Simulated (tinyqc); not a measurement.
Schottky emission and Poole-Frenkel conduction in an insulator, and how to tell them apart: two steps of the calculation.

Schottky emission (electrode-limited): J = As T^2 exp[-(pb - b sqrt(F))/Vt], b = sqrt(q/(4 pi eps0 ei)). Poole-Frenkel emission (bulk-limited): J = s0 F exp[-(pt - 2 b sqrt(F))/Vt]. F in V/cm.

Values chosen for this exercise; dielectric values close to those of hafnium oxide: temperature T = 350 K; high-frequency relative permittivity ei = 4.01; static relative permittivity es = 21.6; trap depth pt = 1.35 eV; Poole-Frenkel prefactor s0 = 0.15 S/cm; electrode barrier pb = 1.1 eV; Richardson constant As = 66 A/(cm^2 K^2); field F = 2.5 MV/cm.

Constants: q = 1.602176634e-19 C, kB = 1.380649e-23 J/K, Vt = kB T/q, eps0 = 8.8541878128e-14 F/cm where lengths are in cm. Results are converted to the units shown.

Problem 1. Both currents at one field. Lowerings b sqrt(F) and 2 b sqrt(F); the image-force maximum lies at sqrt(q/(16 pi eps0 ei F)) from the electrode.

Find: Schottky lowering; position of the barrier top; Poole-Frenkel lowering; J, Schottky; J, Poole-Frenkel.

Solution 1.

Schottky lowering = 299.6 meV
position of the barrier top = 0.5992 nm
Poole-Frenkel lowering = 599.2 meV
J, Schottky = 2.414e-5 A/cm^2
J, Poole-Frenkel = 5.803e-6 A/cm^2

Injection and bulk transport act in series, so the smaller capacity limits the current: here the bulk, by a factor of 4.16.

Problem 2. Which mechanism made these data. The data come from another sample of the same dielectric, in which one mechanism alone limits the current. Fit straight lines by least squares: ln J on sqrt(F) (Schottky plot, slope b/Vt) and ln(J/F) on sqrt(F) (Poole-Frenkel plot, slope 2 b/Vt), F in V/cm, and read a permittivity from each slope. The right mechanism gives a value near ei, and in any case between ei and es.

```
point  F (MV/cm)  J (A/cm^2)
0           1.12    1.627e-5
1            1.8     9.65e-5
2           2.48   0.0004176
3           3.15    0.001467
4           3.83     0.00461
5            4.5     0.01294
```

Give: slope of the Schottky plot; permittivity read as Schottky; slope of the Poole-Frenkel plot; permittivity read as Poole-Frenkel.

Solution 2.

slope of the Schottky plot = 0.0062828 (cm/V)^0.5
permittivity read as Schottky = 4.0102
slope of the Poole-Frenkel plot = 0.0049846 (cm/V)^0.5
permittivity read as Poole-Frenkel = 25.484

Both plots are nearly straight, so straightness decides nothing. Read as Schottky the data give 4.01, which matches ei = 4.01; read as Poole-Frenkel they give 25.5, above even the static value 21.6. The data were made by Schottky emission.

Numbers from tinyqc (`OMP_NUM_THREADS=1 python tinyqc.py 2370106 2370107 out.jsonl`; about 0.01 s on one thread of a shared Intel Xeon 2.30GHz).
